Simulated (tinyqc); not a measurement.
Random telegraph noise from one oxide trap in a small MOSFET: two steps of the calculation.

An acceptor-like trap exchanges electrons with the channel. Inversion charge Q = Cox u, u = n Vt W0(exp((Vg - VT)/(n Vt))), W0 the Lambert function, n = nf, Cox = eps0 eox/tox; linear regime Id = (W/L) mu Q Vd. Relative to threshold the surface potential rises by Vt ln(u/u0) and the oxide voltage by the rest of Vg - VT, with u0 = n Vt W0(1).

Parameters, values chosen for the exercise; values of the order met in silicon transistors: temperature T = 200 K; relative permittivity of the gate insulator (close to hafnium oxide) eox = 21.6; insulator thickness tox = 4.2 nm; depth of the trap from the channel interface xt = 1.4 nm; body factor nf = 1.39; gate width W = 22 nm; gate length L = 160 nm; mobility mu = 350 cm^2/(V s); scattering coefficient of the charged trap asc = 1.1e-16 V s; drain voltage Vd = 0.05 V.

Constants: q = 1.602176634e-19 C, kB = 1.380649e-23 J/K, Vt = kB T/q, eps0 = 8.8541878128e-14 F/cm where lengths are in cm. Results are converted to the units shown.

Task 1. Step height. A = W L; threshold step dV = q (1 - xt/tox)/(Cox A); gm/Id = 1/(u + n Vt); relative step dI/I = (gm/Id) dV + asc mu/A. Id as defined.

u = 0.74757612 V
N = 2.1247029e13 cm^-2

Wanted: electrons in the channel N A; dV; gm/Id; number part of dI/I; dI/I; Id; dI.

Result 1.

electrons in the channel N A = 747.90
dV = 0.66638 mV
gm/Id = 1.2961 1/V
number part of dI/I = 0.086371 %
dI/I = 0.19575 %
Id = 8.1912 uA
dI = 16.034 nA

Task 2. Lorentzian spectrum. Spectrum S(f) = 4 dI^2/{(tc + te)[(1/tc + 1/te)^2 + (2 pi f)^2]}; corner fc = (1/tc + 1/te)/(2 pi); variance dI^2 tc te/(tc + te)^2. Give S at f = 0, at fc and at 10 fc.

tc = 6.7401553 s
te = 14.095165 s
dI = 16.034034 nA

Wanted: fc; S(0); S(fc); S(10 fc); rms current.

Result 2.

fc = 0.034904 Hz
S(0) = 1.0262e-15 A^2/Hz
S(fc) = 5.1309e-16 A^2/Hz
S(10 fc) = 1.0160e-17 A^2/Hz
rms current = 7.5009 nA

The rms value is 0.468 of the step; it reaches its largest share, 1/2, when tc = te.

Range of the model: VT is taken as given; short-channel effects and the uneven flow of current among few electrons are left out.

Computed by the program tinyqc: `OMP_NUM_THREADS=1 python tinyqc.py 2710096 2710097 out.jsonl`, one thread of a shared Intel Xeon 2.30GHz, about 0.01 s for the whole run.
